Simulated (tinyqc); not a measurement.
# Strained Delta valleys, repopulation and conductivity mass: effect of the temperature

A cubic crystal with three pairs of conduction valleys along x, y and z under uniaxial stress X along [110] (X > 0 is tension); current along [-110]. Non-degenerate electrons, fixed total density, one relaxation time for all valleys and stresses, masses unchanged by strain, so the mobility goes as the mean inverse mass.

Stress s_ij = X a_i a_j with a the unit vector along [110]; strain e_ii = s11 s_ii + s12 (s_jj + s_kk), e_ij = s44 s_ij/2. Valley shift dE = Xu (n.e.n - trace(e)/3) with n the valley axis; share f proportional to exp(-dE/Vt). Inverse mass along the current d = [-110]: (n.d)^2/ml + (1 - (n.d)^2)/mt; mu/mu0 = sum f (1/m) over the plain mean of 1/m. pi is the small-stress slope -d(mu/mu0)/dX; each row is against the unstrained crystal at the same T.

Inputs (values chosen for the exercise); values close to those of silicon: compliance s11 = 7.53 1/TPa; compliance s12 = -2.19 1/TPa; compliance s44 = 12.9 1/TPa; shear deformation potential Xu = 8.66 eV; longitudinal mass ml = 0.915 m0; transverse mass mt = 0.197 m0; uniaxial stress (tension positive) X = -130 MPa.

Constants: q = 1.602176634e-19 C, kB = 1.380649e-23 J/K, Vt = kB T/q. Results are converted to the units shown.

Result of one run:
```
T (K),splitting/Vt,mu/mu0,pi (1e-11 1/Pa)
77,0.8246,0.9184,-74.89
```

What becomes of these results when the temperature T is changed from 77 to 300 K, all else the same?

Result of the changed run:
```
T (K),splitting/Vt,mu/mu0,pi (1e-11 1/Pa)
300,0.2116,0.9759,-19.22
```

The whole series:
```
T (K),splitting/Vt,mu/mu0,pi (1e-11 1/Pa)
77,0.8246,0.9184,-74.89
120,0.5291,0.9438,-48.06
180,0.3527,0.9610,-32.04
240,0.2646,0.9702,-24.03
300,0.2116,0.9759,-19.22
380,0.1671,0.9808,-15.18
460,0.1380,0.9841,-12.54
```

The ratio mu/mu0 rises from 0.918 to 0.984, and pi goes as 1/T, from -74.9 to -12.5.

Range of the model: Shear strain also changes the transverse masses of these valleys, which is left out.

Computed by the program tinyqc: `OMP_NUM_THREADS=1 python tinyqc.py 2530095 2530096 out.jsonl`, one thread of a shared Intel Xeon 2.30GHz, about 0.01 s for the whole run.
